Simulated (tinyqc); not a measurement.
From a target to a composition: model-solid line-up of a strained alloy layer on a substrate. Two cases, with inputs chosen for the exercise.

Problem. A layer of the alloy is strained to the substrate, and its gap (Ec minus the top valence edge) is given. Find x between 0.11 and 0.98, where the gap is monotonic.

All values of the alloy are linear in x but the gap, Eg(x) = (1 - x) Eg_A + x Eg_B - C x (1 - x), and the valence edge, Ev(x) = (1 - x) Ev_A + x Ev_B + fv C x (1 - x); Ec = Ev + Eg. Ev is the top of the unstrained valence band on a scale common to all materials. In the layer only the Gamma valley of the conduction band is followed, also where an X or L valley would lie lower.

Coherent growth on a (001) face: e_par = (a_s - a)/a, e_perp = -2 (C12/C11) e_par; exx = eyy = e_par, ezz = e_perp, no shear.

Strained edges: Ec + ac tr(e); the valence edges are Ev plus the levels of the 6 x 6 matrix of X, Y, Z times spin with -Dso/3 + l exx + m (eyy + ezz) on the diagonal (cyclic), n exy off it, l = av + 2 b, m = av - b, n = sqrt(3) d. Spin-orbit term (Dso/3) L.sigma on X, Y, Z with (L_k)_ij = -i epsilon_kij: <X+|H|Y+> = -i Dso/3, <X+|H|Z-> = Dso/3, <Y+|H|Z-> = -i Dso/3, <Z+|H|X-> = -Dso/3, <Z+|H|Y-> = i Dso/3, <X-|H|Y-> = i Dso/3, and their conjugates; + and - are the spin along z.

Case 1.

Values chosen (A near AlAs, B near InAs, substrate near InP; not measured data): a = (5.662, 6.057) angstrom (lattice constant of A, B); Eg = (3.059, 0.413) eV (gap at Gamma to the s-like level of A, B); Dso = (0.282, 0.391) eV (spin-orbit splitting of A, B); Ev = (-1.34, -0.59) eV (top of the unstrained valence band of A, B); ac = (-5.67, -5.1) eV (conduction deformation potential of A, B); av = (2.46, 0.99) eV (valence hydrostatic potential of A, B); b = (-2.33, -1.78) eV (tetragonal shear potential of A, B); d = (-3.36, -3.65) eV (trigonal shear potential of A, B); C11 = (126, 83.5) GPa (of A, B); C12 = (52.7, 45.3) GPa (of A, B); C44 = (54.2, 40) GPa (of A, B); C = 0.796 eV (bowing of the gap); fv = 0 (share of the bowing taken by the valence edge); a_s = 5.875 angstrom (substrate); face = 001 (growth face).

strained gap = 0.524679 eV

Case 2.

Values chosen (A near AlAs, B near InAs, substrate near InP; not measured data): a = (5.662, 6.05) angstrom (lattice constant of A, B); Eg = (3.135, 0.422) eV (gap at Gamma to the s-like level of A, B); Dso = (0.282, 0.395) eV (spin-orbit splitting of A, B); Ev = (-1.33, -0.58) eV (top of the unstrained valence band of A, B); ac = (-5.61, -5.09) eV (conduction deformation potential of A, B); av = (2.47, 0.99) eV (valence hydrostatic potential of A, B); b = (-2.31, -1.79) eV (tetragonal shear potential of A, B); d = (-3.35, -3.65) eV (trigonal shear potential of A, B); C11 = (124.5, 82.3) GPa (of A, B); C12 = (53.2, 45.2) GPa (of A, B); C44 = (53.9, 39.6) GPa (of A, B); C = 0.733 eV (bowing of the gap); fv = 0 (share of the bowing taken by the valence edge); a_s = 5.875 angstrom (substrate); face = 001 (growth face).

strained gap = 1.177952 eV

Find: x; e_par; gap of the relaxed alloy.

Solution.

Case 1.

x = 0.970
e_par = -2.815 %
gap of the relaxed alloy = 0.469 eV

Bisect on x; the strained gap is 2.2312 eV at x = 0.11 and 0.5060 eV at x = 0.98.

Case 2.

x = 0.670
e_par = -0.793 %
gap of the relaxed alloy = 1.155 eV

Bisect on x; the strained gap is 2.3090 eV at x = 0.11 and 0.5116 eV at x = 0.98.

Computed by tinyqc, one run a case: `OMP_NUM_THREADS=1 python tinyqc.py N N+1 out.jsonl` with N = 1051218, 1080075; one thread of a shared Intel(R) Xeon(R) Processor @ 2.30GHz, about 0.02 s a run at most.
